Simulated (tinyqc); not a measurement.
Worked calculation: microkinetic model of a Langmuir-Hinshelwood surface reaction A + (1/2) B2 = AB with Bronsted-Evans-Polanyi barriers. Computed by tinyqc, a small Python program that keeps every step. Command: `OMP_NUM_THREADS=1 python tinyqc.py 3015780 3015781 out.jsonl microkin walk`. One thread of a shared host (Intel(R) Xeon(R) Processor @ 2.30GHz), about 0.01 s of CPU time with the checks. Intermediate numbers are printed to about 6 digits and carried at full precision; extremes and crossings named in words are read from the listed rows.

A adsorbs in equilibrium; B2 dissociates irreversibly on two free sites; adsorbed A and B react irreversibly and AB leaves at once. theta_A + theta_B + theta_* = 1.

Inputs (values chosen for the exercise, for a model catalyst):

| quantity | value | unit |
|---|---|---|
| adsorption energy of A, E_A | -1.07 | eV |
| adsorption energy per B atom, E_B | -1.45 | eV |
| entropy loss of A, S_A | 1.6 | meV/K |
| entropy loss of B2, S_B | 2 | meV/K |
| slope a1 of the dissociation barrier | 0.74 | - |
| intercept b1 | 1 | eV |
| slope a2 of the reaction barrier | 0.28 | - |
| intercept b2 | 0.3 | eV |
| pressure p_A | 0.98 | bar |
| pressure p_B | 0.024 | bar |
| temperature T | 850 | K |
| mixing | 0.3 | - |

Solver: damped fixed point.

Constants: k_B = 8.617333262e-05 eV/K; hbar = 6.582119569e-16 eV s.

## Constants

K_A = exp(-(E_A + T S_A)/(k_B T)) per bar; barriers E1 = max(b1 + a1 2 E_B, 0), E2 = b2 - a2 (E_A + E_B); k1 = (k_B T/h) exp(-S_B/k_B) exp(-E1/(k_B T)) per bar, k2 = (k_B T/h) exp(-E2/(k_B T)), h = 2 pi hbar.

barrier E1 = 0 eV

barrier E2 = 1.0056 eV

K_A = 0.0190786 1/bar

k1 = 1474.65 1/(bar s)

k2 = 1.93149e+07 1/s

Caution: the linear relation gives a negative E1, which is set to zero: dissociation is not activated.

## Steady state in closed form

theta_A = K_A p_A theta_*; 2 k1 p_B theta_*^2 = k2 theta_A theta_B, so theta_B = w theta_* with w = 2 k1 p_B/(k2 K_A p_A); theta_* = 1/(1 + K_A p_A + w); rate r = k2 theta_A theta_B.

w = 1.96005e-04

theta_* = 0.981457

theta_A = 0.0183503

theta_B = 1.92370e-04

rate r = 68.1826 1/s per site

The surface is mostly free, and dissociation limits.

## Iterative solution

Unknown y = theta_B, theta_* = (1 - y)/(1 + K_A p_A). Fixed point y(out) = w theta_*(y), y(new) = y + mixing (y(out) - y), kept within 0 and 1; start y = 0. Stop when the change is below 1e-10, after 80 steps at most.

Course of the iteration:

| step | y in | y new | change |
|---|---|---|---|
| 1 | 0 | 5.77222e-05 | 5.77222e-05 |
| 2 | 5.77222e-05 | 9.81244e-05 | 4.04022e-05 |
| 3 | 9.81244e-05 | 1.26404e-04 | 2.82792e-05 |
| 4 | 1.26404e-04 | 1.46197e-04 | 1.97938e-05 |
| 5 | 1.46197e-04 | 1.60052e-04 | 1.38545e-05 |
| 6 | 1.60052e-04 | 1.69749e-04 | 9.69737e-06 |
| 7 | 1.69749e-04 | 1.76537e-04 | 6.78760e-06 |
| 8 | 1.76537e-04 | 1.81288e-04 | 4.75093e-06 |
| 9 | 1.81288e-04 | 1.84613e-04 | 3.32537e-06 |
| ... | ... | ... | ... |
| 31 | 1.92366e-04 | 1.92367e-04 | 1.29781e-09 |
| 32 | 1.92367e-04 | 1.92368e-04 | 9.08389e-10 |
| 33 | 1.92368e-04 | 1.92369e-04 | 6.35820e-10 |
| 34 | 1.92369e-04 | 1.92369e-04 | 4.45037e-10 |
| 35 | 1.92369e-04 | 1.92370e-04 | 3.11500e-10 |
| 36 | 1.92370e-04 | 1.92370e-04 | 2.18032e-10 |
| 37 | 1.92370e-04 | 1.92370e-04 | 1.52610e-10 |
| 38 | 1.92370e-04 | 1.92370e-04 | 1.06818e-10 |
| 39 | 1.92370e-04 | 1.92370e-04 | 7.47666e-11 |

theta_B at the end = 1.92370e-04

last change = 7.47666e-11

Converged in 39 steps to the closed form.

## Orders and rate control

From r = 2 k1 p_B theta_*^2: order in p_B and degree of control of step 1 = 1 - 2 theta_B; control of step 2 = 2 theta_B; order in p_A = 2 (theta_B - theta_A). Apparent energy = (E1 + k_B T)(1 - 2 theta_B) + (E2 + k_B T) 2 theta_B + E_A x order in p_A.

order in p_B, X1 = 0.999615

X2 = 3.84741e-04

order in p_A = -0.0363159

apparent activation energy = 0.112492 eV

## Rate against the binding of B

The formulas are those given above.

Changing E_B at fixed E_A:

| E_B (eV) | E1 (eV) | E2 (eV) | theta_* | theta_A | theta_B | log10 r |
|---|---|---|---|---|---|---|
| -2.40 | 0 | 1.2716 | 0.974564 | 0.0182214 | 7.21491e-03 | 1.82755 |
| -2.10 | 0 | 1.1876 | 0.979385 | 0.0183116 | 2.30317e-03 | 1.83184 |
| -1.80 | 0 | 1.1036 | 0.980927 | 0.0183404 | 7.32757e-04 | 1.83320 |
| -1.50 | 0 | 1.0196 | 0.981418 | 0.0183496 | 2.32878e-04 | 1.83364 |
| -1.25 | 0 | 0.9496 | 0.981558 | 0.0183522 | 8.95674e-05 | 1.83376 |
| -1.00 | 0 | 0.8796 | 0.981612 | 0.0183532 | 3.44456e-05 | 1.83381 |
| -0.75 | 0 | 0.8096 | 0.981633 | 0.0183536 | 1.32465e-05 | 1.83383 |
| -0.50 | 0.26 | 0.7396 | 0.981646 | 0.0183539 | 1.46382e-07 | 0.29226 |
| -0.25 | 0.63 | 0.6696 | 0.981646 | 0.0183539 | 3.60298e-10 | -1.90152 |
| 0.00 | 1.00 | 0.5996 | 0.981646 | 0.0183539 | 8.86820e-13 | -4.09531 |

The two highest rows differ by no more than 0.01 in log10 r. On the weak-binding side log10 r falls by 8.8 per eV, from the dissociation barrier (2 a1/(k_B T ln 10) = 8.8). On the strong-binding side E1 has reached zero and B does not yet crowd the surface, so the curve is flat there.

Checks made by the program: iteration against the closed form (relative difference 9e-07); apparent energy against a finite difference (on the scale of E2) (relative difference 3e-10).
